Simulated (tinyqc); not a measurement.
Strain, valley repopulation and piezoresistance in a many-valley conduction band: one step, computed by the program tinyqc. Command: `OMP_NUM_THREADS=1 python tinyqc.py 3023278 3023279 out.jsonl valleys walk`. One thread of a shared host (Intel(R) Xeon(R) Processor @ 2.30GHz), about 0.04 s of CPU time with the checks.

Valleys are ellipsoids with mass m_l along the axis a and m_t across it, parabolic, with one constant relaxation time; strain shifts the valleys and leaves the masses alone. Currents are taken along [111], along the load, and along [1-10], across the load.

Problem. Mobility tensor and resistance change. Mobility tensor mu = e tau sum_v (n_v/n) [1/m_t + (1/m_l - 1/m_t) a a^T]; unstrained mu_0 = e tau (1/m_l + 2/m_t)/3; resistivity along d from the inverse tensor, rho_d = d.mu^-1.d/(n e), mobility along d = 1/(d.mu^-1.d); gauge pi_d = (rho_d/rho_0 - 1)/X.

Inputs (values chosen for the exercise, modelled on germanium):

| quantity | value | unit |
|---|---|---|
| longitudinal mass m_l | 1.62 | m_0 |
| transverse mass m_t | 0.0804 | m_0 |
| relaxation time tau | 74 | fs |
| temperature T | 150 | K |

Valley axes: <111> (4 valleys). Load: uniaxial [111].

share of the electrons: [111] 0.3332238, [-111] 0.2222587, [1-11] 0.2222587, [11-1] 0.2222587

Constants: e = 1.602176634e-19 C; m_0 = 9.1093837015e-31 kg.

Give: mobility tensor; unstrained mobility mu_0; mobility along the first direction; mobility along the second direction; resistance change along the first direction; resistance change along the second direction.

Solution.

mobility tensor (cm^2/(V s)):
```
        x       y       z
x  1106.0   -56.9   -56.9
y   -56.9  1106.0   -56.9
z   -56.9   -56.9  1106.0
```

unstrained mobility mu_0 = 1106.0 cm^2/(V s)

mobility along the first direction = 992.18 cm^2/(V s)

mobility along the second direction = 1162.9 cm^2/(V s)

resistance change along the first direction = 11.471 %

resistance change along the second direction = -4.8934 %

The mobility lies between e tau/m_l = 80.3 and e tau/m_t = 1620; the trace stays at 3 mu_0. Along the first direction the filled valleys present more of their heavy mass.
